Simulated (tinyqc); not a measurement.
Two coupled magnetic layers: synthetic antiferromagnet, spin flop, exchange bias and magnetoresistance: one step, computed by the program tinyqc.

Moments lie in the plane at the angles p1, p2 from the field. Energy per area: E = J1 cos(p1 - p2) + J2 cos^2(p1 - p2) - B M_s (t1 cos p1 + t2 cos p2) + K (t1 sin^2 p1 + t2 sin^2 p2).

Problem. Saturation field. The parallel state is stable while the Hessian at p1 = p2 = 0 is positive: with c = J1 + 2 J2 and u = B M_s + 2K, (u t1 - c)(u t2 - c) > c^2, so B_sat M_s = c (1/t1 + 1/t2) - 2K. B_K = 2K/M_s.

Inputs (values chosen for the exercise, for a model stack):
```
quantity                         value    unit
saturation magnetisation M_s      1030    kA/m
thickness t1                       2.6      nm
thickness t2                       1.6      nm
antiferromagnetic coupling J1    0.079  mJ/m^2
biquadratic coupling J2              0  mJ/m^2
in-plane anisotropy K                3  kJ/m^3
field over the saturation field    0.6       -
```

Field direction: along the easy axis.

Give: exchange field c (1/t1 + 1/t2)/M_s; B_K; saturation field B_sat; applied field B.

Solution.

exchange field c (1/t1 + 1/t2)/M_s = 77.44 mT

B_K = 5.825 mT

saturation field B_sat = 71.61 mT

applied field B = 42.97 mT
